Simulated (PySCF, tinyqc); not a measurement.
Worked calculation: CIS on RHF in the sto-3g basis, for H4, spin multiplicity 1. The lowest restricted solution is unstable here: a spin-polarised one lies 0.0231 hartree lower (PySCF). One step of it, computed by the program tinyqc.

Question. CIS matrix, singlets. A(ia,jb) = (e_a - e_i) d_ij d_ab + 2 (ia|jb) - (ij|ab).

orbital energies (hartree): MO1 -0.482042, MO2 -0.352998, MO3 0.209894, MO4 0.474678

Two-electron integrals over orbitals (pq|rs), unique and non-zero (hartree):
```
(11|11) 0.418545    (21|21) 0.173197    (22|11) 0.388165    (22|22) 0.399079
(31|11) -0.059056   (31|22) 0.008075    (31|31) 0.112901    (32|21) 0.077561
(32|32) 0.124564    (33|11) 0.391437    (33|22) 0.395952    (33|31) 0.001567
(33|33) 0.409822    (41|21) 0.029868    (41|32) -0.078991   (41|41) 0.100713
(42|11) 0.063660    (42|22) 0.000668    (42|31) -0.110554   (42|33) -0.002063
(42|42) 0.115112    (43|21) -0.171597   (43|32) -0.080562   (43|41) -0.028447
(43|43) 0.182537    (44|11) 0.436065    (44|22) 0.406570    (44|31) -0.062398
(44|33) 0.416542    (44|42) 0.068696    (44|44) 0.471417
```

Give: CIS matrix A, singlet.

Answer.

CIS matrix A, singlet (hartree), order 1>3, 1>4, 2>3, 2>4:
$$\begin{pmatrix}
0.526 & 0.000 & 0.000 & -0.050 \\
0.000 & 0.722 & 0.014 & 0.000 \\
0.000 & 0.014 & 0.416 & 0.000 \\
-0.050 & 0.000 & 0.000 & 0.651
\end{pmatrix}$$
